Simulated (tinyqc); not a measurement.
Length of a polyene: Hueckel, PPP and singles CI along the polyenes. Computed by the program tinyqc. Hueckel uses the same beta without repulsion; CIS keeps all single excitations and so misses the low, doubly excited 2Ag state. W is the valence ionisation energy of a centre, MN the Mataga-Nishimoto formula, f the oscillator strength.

All-trans chains of carbon centres 1.40 angstrom apart:

| parameter | value |
|---|---|
| beta (eV), times 1 +/- alternation | -2.260000 |
| alternation | 0.100000 |
| W (eV) | 11.160000 |
| gamma_rr (eV) | 10.110000 |
| repulsion formula | MN |

Gaps and excitations (eV):

| centres | Hueckel gap | PPP orbital gap | bright singlet (CIS) | f | lowest triplet (CIS) |
|---|---|---|---|---|---|
| 2 | 4.972 | 10.071 | 7.478 | 0.641 | 2.466 |
| 4 | 3.338 | 7.945 | 5.385 | 0.979 | 1.699 |
| 8 | 2.169 | 6.271 | 3.871 | 1.705 | 1.170 |
| 10 | 1.901 | 5.869 | 3.513 | 2.034 | 1.060 |
| 12 | 1.716 | 5.592 | 3.266 | 2.347 | 0.989 |
| 14 | 1.582 | 5.391 | 3.089 | 2.651 | 0.940 |

Estimate the missing row, centres = 6.

Computed row:
```
centres  Hueckel gap  PPP orbital gap  bright singlet (CIS)      f  lowest triplet (CIS)
6              2.591            6.891                 4.426  1.355                 1.355
```

The Hueckel gap tends to 4 x alternation x |beta| = 0.90 eV for long chains. Exchange opens the PPP orbital gap, and the attraction of electron and hole brings the bright state 2.30 eV below it at 14 centres; the triplet lies 2.15 eV lower still.
